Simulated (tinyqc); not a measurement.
What each integral does: Slater-Koster d bands of a bcc metal.

Parameters, chosen for this exercise (of the size met in Mo; shifted at random, so the results belong to these values and not to a real crystal):

| symbol | value | unit | meaning |
|---|---|---|---|
| dds | -1.352 | eV | dd sigma |
| ddp | 0.933 | eV | dd pi |
| ddd | -0.135 | eV | dd delta |
| f2 | 0.487 |  | factor on all three integrals for second neighbours |

Levels at Gamma, E(t2g) = (8/3) dds + (16/9) ddp + (32/9) ddd + f2 (4 ddp + 2 ddd), E(eg) = (16/3) ddp + (8/3) ddd + f2 (3 dds + 3 ddd), and W = sqrt(12 mu2), the width of a rectangular band with the same second moment mu2 = z (dds^2 + 2 ddp^2 + 2 ddd^2)/5, z = 8 + 6 f2^2.

One parameter was then changed.

Results before and after:

| case | t2g (eV) | eg (eV) | W (eV) |
|---|---|---|---|
| base | -0.7407 | 2.4435 | 9.0297 |
| changed | -1.2619 | 1.6974 | 8.4032 |

Which of these changes was made? (a) f2 = 0.56; (b) dds = -1.5548 eV; (c) ddp = 0.7931 eV; (d) ddd = -0.1148 eV.

Answer: (c) ddp = 0.7931 eV. Of the candidates, run in turn, only this one gives the changed row.

All candidates:

| case | t2g (eV) | eg (eV) | W (eV) |
|---|---|---|---|
| base | -0.7407 | 2.4435 | 9.0297 |
| dds = -1.5548 eV | -1.2815 | 2.1472 | 9.7400 |
| ddp = 0.7931 eV | -1.2619 | 1.6974 | 8.4032 |
| ddd = -0.1148 eV | -0.6492 | 2.5269 | 9.0171 |
| f2 = 0.56 | -0.4879 | 2.1178 | 9.2468 |

The ratio of the shifts of t2g and eg names the integral: it is the ratio of the coefficients in the two formulas.

Program tinyqc; command `OMP_NUM_THREADS=1 python tinyqc.py 1481049 1481050 out.jsonl`; about 0.03 s on one thread of a shared Intel(R) Xeon(R) Processor @ 2.30GHz.
